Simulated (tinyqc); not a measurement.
On-chip interconnect, size-dependent resistivity and RC delay: one step of the calculation.

A rectangular line between two neighbours and two ground planes. Surface and grain-boundary scattering are added to the bulk resistivity as corrections; capacitances are parallel-plate values without fringing; inductance is ignored.

Task. Ladder and Elmore delays. 6 equal pi sections: series Rs = r Lw/6; node capacitances c Lw/6, halved at nodes 0 and 6, with Cl added to node 6; Rd feeds node 0. Elmore delay of node k: the sum, over the resistors on the path to k, of resistance times all capacitance downstream of it.

Parameters, values chosen for the exercise; metal values close to those of copper:
```
symbol,value,unit,meaning
Lw,56,um,line length
Rd,20000,ohm,driver resistance
Cl,0.22,fF,load capacitance
```

r = 28.536307 ohm/um
c = 0.031630823 fF/um

Give: Rs; C; Elmore delay.

Result.

Rs = 266.34 ohm

```
node,C (fF),Elmore delay (ps)
0,0.14761,39.827
1,0.29522,40.318
2,0.29522,40.730
3,0.29522,41.064
4,0.29522,41.319
5,0.29522,41.495
6,0.36761,41.593
```

The far-end value equals Rd (c Lw + Cl) + r Lw (c Lw/2 + Cl) for any number of pi sections; the line resistance contributes 4.25 % of it.

Range of the model: The metal width is under the mean free path, where the thick-limit surface term and the simple sum of corrections lose accuracy.

tinyqc, about 0.01 s, one thread, Intel Xeon 2.30GHz (shared host): `OMP_NUM_THREADS=1 python tinyqc.py 2100130 2100131 out.jsonl`
